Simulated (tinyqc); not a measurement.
# Resistance of a tapered via with liner, size effect and interface: effects of single changes

A round via whose diameter grows from db at the bottom as D(z) = db + 2 z/tan(ang). The fill, of diameter D - 2 tl, starts above the bottom liner (thickness fb tl) and has rho = rho0 (1 + ks lam/(D - 2 tl)); the sidewall liner conducts in parallel with it. The bottom liner and the interface are crossed over the full area pi db^2/4. Spreading in the lines above and below is left out.

Parameters, values chosen for the exercise; fill metal close to copper: diameter at the bottom db = 28 nm; height hv = 110 nm; sidewall angle ang = 88 degrees; bulk resistivity of the fill rho0 = 1.64 uohm cm; mean free path of the fill lam = 40.6 nm; size-effect factor ks = 1.2; liner on the sidewall tl = 2.1 nm; liner at the bottom over that on the sidewall fb = 0.7; resistivity of the liner rl = 210 uohm cm; interface resistivity at the bottom ri = 5.3e-13 ohm cm^2; ballistic conductance per area, about 3/(4 rho0 lam) Sb = 1.1e15 S/m^2; bulk resistivity of the second fill (close to molybdenum) rho2 = 5.17 uohm cm; its mean free path lam2 = 11.1 nm; its liner tl2 = 0.1 nm.

Each table varies one quantity; the others keep the values above.

## Via resistance against the diameter at the bottom

Slices between z0 = fb tl and hv, evaluated at their midpoints: conductance per length pi/4 [(D - 2 tl)^2/rho + (D^2 - (D - 2 tl)^2)/rl], slice resistance = slice height over that. 2000 slices. R_fill = sum of the slices; R_bottom = rl fb tl/(pi db^2/4); R_interface = ri/(pi db^2/4); ballistic (Sharvin) limit 1/(Sb pi (db - 2 tl)^2/4); ideal cylinder rho0 hv/(pi db^2/4).

Results:
```
db (nm),R_fill (ohm),R_bottom (ohm),R_interface (ohm),R (ohm),ballistic limit (ohm),R over ideal cylinder,largest part
8.3,352.2,57.05,0.9796,410.3,68.86,12.30,fill
16,41.06,15.35,0.2636,56.67,8.313,6.317,fill
22,16.29,8.121,0.1394,24.55,3.653,5.172,fill
30,6.927,4.367,0.07498,11.37,1.739,4.455,fill
42,2.853,2.228,0.03825,5.120,0.8101,3.932,fill
58,1.261,1.168,0.02006,2.449,0.3999,3.587,fill
80,0.5760,0.6141,0.01054,1.201,0.2015,3.345,bottom liner
```

Estimate the missing row, db = 11 nm.

Computed row:
```
db (nm),R_fill (ohm),R_bottom (ohm),R_interface (ohm),R (ohm),ballistic limit (ohm),R over ideal cylinder,largest part
11,132.9,32.48,0.5577,166.0,25.03,8.742,fill
```

With this row back in the table: R falls from 410 to 1.20 ohm. The fill is the largest part at db = 8.3, the bottom liner from 80 on. R goes as db^(-3.21) between the first two rows and db^(-2.22) between the last two; area alone gives -2.

## Via resistance against the interface resistivity at the bottom

Same model as above.

2000 slices.

The same in every row: R_fill (ohm) = 8.350; R_bottom (ohm) = 5.013; ballistic limit (ohm) = 2.043.

Results:
```
ri (ohm cm^2),R_interface (ohm),R (ohm),R over ideal cylinder,largest part
2e-13,0.03248,13.40,4.572,fill
5e-13,0.08120,13.44,4.589,fill
2e-12,0.3248,13.69,4.672,fill
6e-12,0.9744,14.34,4.894,fill
1e-11,1.624,14.99,5.115,fill
3e-11,4.872,18.24,6.224,fill
```

Estimate the missing row, ri = 1e-12 ohm cm^2.

Computed row:
```
ri (ohm cm^2),R_interface (ohm),R (ohm),R over ideal cylinder,largest part
1e-12,0.1624,13.53,4.617,fill
```

With this row back in the table: R rises from 13.4 to 18.2 ohm. The fill is the largest part at ri = 2e-13 and in all other rows. The share of the two bottom terms goes from 37.7 to 54.2 %.

## Two fill metals against the diameter

2000 slices. R_fill = sum of the slices; R_bottom = rl fb tl/(pi db^2/4); R_interface = ri/(pi db^2/4). The second fill has rho2, lam2 and tl2 in place of rho0, lam and tl.

Results:
```
db (nm),"R, first fill (ohm)","R, second fill (ohm)",ratio second/first
8.5,378.5,124.2,0.3282
12,127.9,61.66,0.4822
17,48.12,30.20,0.6277
35,7.855,6.803,0.8661
49,3.589,3.398,0.9467
70,1.611,1.632,1.013
100,0.7396,0.7868,1.064
```

Estimate the missing row, db = 24 nm.

Computed row:
```
db (nm),"R, first fill (ohm)","R, second fill (ohm)",ratio second/first
24,19.70,14.83,0.7529
```

With this row back in the table: The ratio goes from 0.328 to 1.06. The two fills give the same R at db = 64.6 nm; below it the second gives the lower R. Ratios within a few per cent of 1 are a tie, given that ballistic terms are left out.

tinyqc, about 0.01 s, one thread, Intel Xeon 2.30GHz (shared host): `OMP_NUM_THREADS=1 python tinyqc.py 2750052 2750053 out.jsonl`
